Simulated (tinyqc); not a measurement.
Ways to converge the cycle: SCF convergence aids in the cc-pvdz basis, for H2, spin multiplicity 1. Computed by the program tinyqc with PySCF. 

Geometry (angstrom):
```
atom       x       y       z
H     0.0000  0.0000  0.0000
H     0.0000  0.0000  0.7700
```

lowest restricted solution found by these runs and by PySCF = -1.128414 hartree

RHF with one setting changed at a time; a run stops when the energy changes by less than 1e-09 hartree and the error matrix is below 1e-5. The start is random orbitals. Damping d keeps d of the old density; a shift (hartree) raises the virtual levels; DIIS n extrapolates F over n matrices.

Largest element of the error matrix X^T (FDS - SDF) X:
```
iteration    plain  damping 0.3  damping 0.6  shift 0.4   DIIS 3   DIIS 8
1          5.1e-01      5.1e-01      5.1e-01    5.1e-01  5.1e-01  5.1e-01
2          1.6e-01      1.7e-01      3.2e-01    2.4e-01  1.6e-01  1.6e-01
3          2.4e-02      6.0e-02      2.0e-01    9.8e-02  2.8e-02  2.8e-02
4          5.3e-03      3.2e-02      1.3e-01    3.8e-02  3.5e-03  3.5e-03
5          1.6e-03      1.5e-02      7.7e-02    1.5e-02  2.3e-04  2.3e-04
6          5.0e-04      7.3e-03      4.7e-02    5.8e-03  3.5e-05  1.6e-05
8          4.5e-05      1.6e-03      1.9e-02    9.6e-04  1.4e-07        -
10         4.0e-06      3.5e-04      1.0e-02    1.7e-04        -        -
14               -      2.3e-05      2.5e-03    5.5e-06        -        -
20               -      4.2e-07      2.9e-04          -        -        -
30               -            -      8.7e-06          -        -        -
```

How each run ends:
```
run          iterations  E (hartree)         state
plain                10     -1.12841  lowest found
damping 0.3          20     -1.12841  lowest found
damping 0.6          44     -1.12841  lowest found
shift 0.4            14     -1.12841  lowest found
DIIS 3                8     -1.12841  lowest found
DIIS 8                7     -1.12841  lowest found
```

6 of 6 runs reach the lowest restricted solution found, in 7 to 44 iterations (fastest: DIIS 8). Plain steps already contract here, so damping only slows them. DIIS 3 and DIIS 8 gain by cancelling the error over several earlier matrices, much as a quasi-Newton step does.
